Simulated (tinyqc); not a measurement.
Number of periods: periodic multilayer mirror for extreme ultraviolet light.

s polarisation, vacuum above. q_j = sqrt(N_j^2 - sin^2 theta); interface r_jk = (q_j - q_k)/(q_j + q_k) exp(-2 (2 pi/lam)^2 q_j q_k sg^2) (Nevot-Croce; sg = 0 if not given); phase factor of a layer x_j = exp(4 pi i q_j d_j/lam). Each period has the spacer (thickness (1 - Gm) L) on top of the absorber (Gm L). In this recursion R is the amplitude; R in tables and results is the reflectance, its squared modulus. The substrate is of the spacer material. Starting with R = 0 in it, each interface upward gives R -> (r + R x)/(1 + r R x), x that of the layer below the interface (1 for the substrate).

Inputs chosen for the exercise (optical constants near those of Mo and Si at 13.5 nm; shifted at random, so the results belong to these values and not to a real crystal):
- lam = 13.5 nm (wavelength)
- dA = (0.079, 0.00669) (delta and beta of the absorber, N = 1 - delta + i beta)
- dS = (0.0011, 0.00189) (delta and beta of the spacer and the substrate)
- L = 6.92 nm (period)
- Gm = 0.38 (absorber share of the period)
- theta = 0 degrees (angle from the normal)
- sg = 0.4 nm (interface roughness)

The last column sets both beta to zero.

Reflectance:
```
periods      R  R without absorption
5        0.097                 0.109
10       0.289                 0.353
15       0.460                 0.594
20       0.575                 0.767
30       0.680                 0.932
40       0.710                 0.982
50       0.718                 0.995
60       0.721                 0.999
80       0.721                 1.000
100      0.721                 1.000
```

R reaches 0.710 at 40 periods and 0.721 at 100; it stays within 0.01 of the last value from 50 periods on. Without absorption the last value is 1.000: absorption, not the count of layers, caps the mirror, and the roughness, which weakens each reflection, lowers that cap further.

Run: tinyqc, `OMP_NUM_THREADS=1 python tinyqc.py 1650943 1650944 out.jsonl`; Intel(R) Xeon(R) Processor @ 2.30GHz, one thread, shared host; about 0.01 s of CPU time with all checks.
